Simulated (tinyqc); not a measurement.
On-chip power grid, static voltage drop by conjugate gradients: one step of the calculation.

A grid of 3 rows and 4 columns, node k = 4 row + column. Neighbours in a row are joined by Rx, in a column by Ry; pad nodes, which reach the supply through Rp: 0. Each node draws I0, node 0 draws kh I0. The drops u = Vdd - V solve G u = i, with G the conductance matrix (1/Rp added on the diagonal at pad nodes).

Question. Conjugate-gradient step. q = G p; a = (r.r)/(p.q); u(new) = u + a p; r(new) = r - a q; b = (r.r)(new)/(r.r); p(new) = r(new) + b p.

Values chosen for this exercise:

| symbol | value | unit | meaning |
|---|---|---|---|
| Rx | 1.7 | ohm | resistance of a horizontal segment |
| Ry | 1.2 | ohm | resistance of a vertical segment |
| Rp | 0.56 | ohm | resistance from a pad node to the supply |

u after iteration 1 (mV):

|  | col 0 | col 1 | col 2 | col 3 |
|---|---|---|---|---|
| row 0 | 4.6879949 | 1.5626650 | 1.5626650 | 1.5626650 |
| row 1 | 1.5626650 | 1.5626650 | 1.5626650 | 1.5626650 |
| row 2 | 1.5626650 | 1.5626650 | 1.5626650 | 1.5626650 |

r after iteration 1 (mA):

|  | col 0 | col 1 | col 2 | col 3 |
|---|---|---|---|---|
| row 0 | -7.7142903 | 3.5384294 | 1.7000000 | 1.7000000 |
| row 1 | 4.3044416 | 1.7000000 | 1.7000000 | 1.7000000 |
| row 2 | 1.7000000 | 1.7000000 | 1.7000000 | 1.7000000 |

p after iteration 1 (mA):

|  | col 0 | col 1 | col 2 | col 3 |
|---|---|---|---|---|
| row 0 | 2.5712075 | 6.9669286 | 5.1284993 | 5.1284993 |
| row 1 | 7.7329408 | 5.1284993 | 5.1284993 | 5.1284993 |
| row 2 | 5.1284993 | 5.1284993 | 5.1284993 | 5.1284993 |

Give: q; a; u after iteration 2; r after iteration 2; b; p after iteration 2.

Answer.

q (mA S):

|  | col 0 | col 1 | col 2 | col 3 |
|---|---|---|---|---|
| row 0 | -2.296 | 5.199 | -1.081 | 0.000 |
| row 1 | 8.004 | -3.064 | 0.000 | 0.000 |
| row 2 | -2.170 | 0.000 | 0.000 | 0.000 |

a = 1.949 ohm

u after iteration 2 (mV):

|  | col 0 | col 1 | col 2 | col 3 |
|---|---|---|---|---|
| row 0 | 9.70 | 15.14 | 11.56 | 11.56 |
| row 1 | 16.63 | 11.56 | 11.56 | 11.56 |
| row 2 | 11.56 | 11.56 | 11.56 | 11.56 |

r after iteration 2 (mA):

|  | col 0 | col 1 | col 2 | col 3 |
|---|---|---|---|---|
| row 0 | -3.24 | -6.59 | 3.81 | 1.70 |
| row 1 | -11.29 | 7.67 | 1.70 | 1.70 |
| row 2 | 5.93 | 1.70 | 1.70 | 1.70 |

b = 2.636

p after iteration 2 (mA):

|  | col 0 | col 1 | col 2 | col 3 |
|---|---|---|---|---|
| row 0 | 3.54 | 11.77 | 17.33 | 15.22 |
| row 1 | 9.09 | 21.19 | 15.22 | 15.22 |
| row 2 | 19.45 | 15.22 | 15.22 | 15.22 |

tinyqc, about 0.2 s, one thread, Intel Xeon 2.30GHz (shared host): `OMP_NUM_THREADS=1 python tinyqc.py 2770176 2770177 out.jsonl`
